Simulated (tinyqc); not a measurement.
Off-state leakage of single and stacked transistors: two steps of the calculation.

n-channel devices of unit width. Subthreshold current I(Vg, Vs, Vd) = I0 (T/300 K)^0.5 exp[(Vg - Vs - VT(T) - gb (Vs - Vb) + dd (Vd - Vs))/(nf Vt)] (1 - exp(-(Vd - Vs)/Vt)), VT(T) = VT - cT (T - 300 K). Gate-edge tunnelling Ig (Vd/1 V) exp(ag (Vd - 1 V)), for a gate at 0 V, and band-to-band leakage Ab u exp(-Bb/u), u = Vd - Vb + 1 V, flow at a drain held at V; both are taken as independent of T. In a stack of off transistors (all gates at 0 V) the same subthreshold current passes through each.

Values chosen for this exercise; values of the order met in bulk silicon logic transistors:
- T = 330 K (temperature)
- V = 0.9 V (supply voltage)
- VT = 0.47 V (threshold at 300 K, zero drain and body bias)
- cT = 0.5 mV/K (fall of the threshold with temperature)
- I0 = 0.5 uA/um (current at threshold at 300 K)
- nf = 1.4 (slope factor)
- dd = 0.08 (drain-induced lowering per volt)
- gb = 0.09 (rise of the threshold per volt of source-body bias)
- Ig = 1e-6 uA/um (gate-edge tunnelling current at 1 V)
- ag = 3.6 1/V (exponential slope of the gate current)
- Ab = 200 uA/(um V) (prefactor of band-to-band leakage at the drain)
- Bb = 28 V (its exponential voltage)
- Vb = 0 V (body voltage)

Constants: q = 1.602176634e-19 C, kB = 1.380649e-23 J/K, Vt = kB T/q. Results are converted to the units shown.

Task 1. Leakage of one transistor. Vg = Vs = 0, Vd = V; effective threshold VT(T) - gb Vb - dd V.

Wanted: effective threshold; parts; total; shares.

Result 1.

effective threshold = 0.38300 V
parts (nA/um): subthreshold 0.034807, gate edge 6.2791e-4, band-to-band 0.15124
total = 0.18667 nA/um
shares (%): subthreshold 18.646, gate edge 0.33637, band-to-band 81.017

The band-to-band part is the largest.

Task 2. New Vx. Stack of two, Vx the node between them: I_low = I(0, 0, Vx), I_up = I(0, Vx, V), f = ln(I_up/I_low), f' = -(1 + gb + 2 dd)/(nf Vt) - 1/(Vt (exp(Vx/Vt) - 1)) - 1/(Vt (exp((V - Vx)/Vt) - 1)), Vx(new) = Vx - f/f'.

Vx after iteration 1 = 0.061459155 V

Find: I_low; I_up; f; f'; Vx after iteration 2.

Result 2.

I_low = 0.005711 nA/um
I_up = 0.005718 nA/um
f = 0.001208
f' = -35.98 1/V
Vx after iteration 2 = 0.06149 V

Program tinyqc, `OMP_NUM_THREADS=1 python tinyqc.py 2242267 2242268 out.jsonl`; Intel Xeon 2.30GHz, shared host, one thread, about 0.03 s.
